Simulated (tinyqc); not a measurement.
# AlGaN/GaN HEMT with access regions, lumped model: what changes with what

A polarisation-induced electron sheet under a Schottky gate, in series with two ungated access regions and contacts. Drift law v = mu E/(1 + mu E/vs) under the gate. Currents in mA/mm, resistances in ohm mm. No self-heating, no channel-length modulation; fits for polarisation, barrier and offset are chosen for the exercise.

Inputs (values chosen for the exercise); values close to those of AlGaN/GaN structures: aluminium share of the barrier x = 0.16; barrier thickness d = 30 nm; relative permittivity of barrier and channel eps_r = 9.2; channel mobility mu = 1700 cm^2/(V s); saturation velocity vs = 1.3e7 cm/s; gate length Lg = 0.15 um; source access length Ls = 1.5 um; drain access length Ld = 2 um; resistance of each contact Rc = 0.58 ohm mm; share of the drain-access electrons removed by traps ft = 0.15; gate voltage Vg = 1 V.

Constants: q = 1.602176634e-19 C, eps0 = 8.8541878128e-14 F/cm where lengths are in cm. Results are converted to the units shown.

Each table varies one quantity; the others keep the values above.

## Effect of the aluminium share of the barrier

sigma = (5e13 x + 1.6e13 x^2) cm^-2, phiB = 0.84 + 1.3 x, dEc = 0.7 (1.71 x + x^2) in volts, Cb = eps0 eps_r/d, VT = phiB - dEc - q sigma/Cb, access density n0 = -Cb VT/q. Access resistance R(L, n) = L/(q mu n sqrt(1 - (I/(q n vs))^2)); Rs = Rc + R(Ls, n0), Rd = Rc + R(Ld, (1 - ft) n0). Vg' = Vg - I Rs, Vd' = Vd - I (Rs + Rd); with u = Vg' - VT, Vc = vs Lg/mu and w the smaller of Vd' and Vc [sqrt(1 + 2 u/Vc) - 1] (0 if negative), the channel gives (mu Cb/Lg)(u w - w^2/2)/(1 + w/Vc). I equals that channel current. Isat is I at Vd = 10 V, gm = dIsat/dVg, Ron the limit of Vd/I at small Vd.

Effect of the aluminium share of the barrier:
```
x     VT (V)  n0 (cm^-2)  Ron (ohm mm)  Isat (mA/mm)  gm (mS/mm)
0.12  -2.834    4.803e12         4.190         647.7       153.7
0.17  -4.451    7.543e12         3.095          1052       179.0
0.22  -6.119    1.037e13         2.570          1481       195.2
0.27  -7.837    1.328e13         2.262          1933       206.8
0.32  -9.606    1.628e13         2.060          2404       215.7
0.37  -11.43    1.936e13         1.917          2893       222.7
0.42  -13.30    2.253e13         1.810          3400       228.4
```

As x goes from 0.12 to 0.42, Ron falls from 4.19 to 1.81 ohm mm, Isat rises from 648 to 3400 mA/mm and gm rises from 154 to 228 mS/mm. VT falls from -2.83 to -13.3 V. In every row the power passes 5 W/mm, where self-heating, left out here, lowers the current. For x = 0.32 to 0.42 the barrier is thick and rich enough in aluminium to relax or crack. For x = 0.12 to 0.27 Vg comes within 0.2 V of phiB or passes it, so at low drain current, as for Ron, the Schottky gate would conduct.

## Effect of the barrier thickness

Same model as above.

Effect of the barrier thickness:
```
d (nm)   VT (V)  n0 (cm^-2)  Ron (ohm mm)  Isat (mA/mm)  gm (mS/mm)
8       -0.4847    3.080e12         5.811         355.1       209.2
11      -0.9809    4.534e12         4.340         527.5       244.9
14       -1.477    5.364e12         3.858         644.3       242.3
18       -2.139    6.041e12         3.564         758.3       225.6
22       -2.800    6.472e12         3.409         844.4       207.0
27       -3.627    6.831e12         3.294         927.8       186.0
33       -4.620    7.118e12         3.211          1005       164.9
```

As d goes from 8 to 33 nm, Ron falls from 5.81 to 3.21 ohm mm, Isat rises from 355 to 1000 mA/mm and gm goes from 209 through a maximum of 245 (at d = 11 nm among the rows listed) to 165 mS/mm. VT falls from -0.485 to -4.62 V. For d = 11 to 33 nm the power passes 5 W/mm, where self-heating, left out here, lowers the current. In every row Vg comes within 0.2 V of phiB or passes it, so at low drain current, as for Ron, the Schottky gate would conduct.

## Output curve without and with trapping

Same model as above.

The two columns take ft = 0 and ft = 0.15; collapse = 1 - (second)/(first).

Output curve without and with trapping:
```
Vd (V)  I, ft = 0 (mA/mm)  I, ft = 0.15 (mA/mm)  collapse (%)
0.25                81.44                 76.80         5.706
0.5                 162.2                 152.9         5.723
1                   319.4                 300.8         5.815
2                   604.0                 566.9         6.152
3                   827.5                 775.1         6.329
4                   959.1                 915.5         4.549
6                   968.9                 968.9         0.000
8                   968.9                 968.9         0.000
12                  968.9                 968.9         0.000
```

What does the table show?

Without trapping the current rises from 81.4 to 969 mA/mm and first comes within 2 % of its last value at Vd = 4 V among the rows; with trapping that knee lies at 6 V. The collapse is 5.7 % in the first row, at most 6.3 % and 0 % in the last: once the gated channel saturates, the drain access only takes spare voltage. For Vd = 6 to 12 V the power passes 5 W/mm, where self-heating, left out here, lowers the current. In every row Vg comes within 0.2 V of phiB or passes it, so at low drain current, as for Ron, the Schottky gate would conduct.

Program tinyqc, `OMP_NUM_THREADS=1 python tinyqc.py 2570081 2570082 out.jsonl`; Intel Xeon 2.30GHz, shared host, one thread, about 0.04 s.
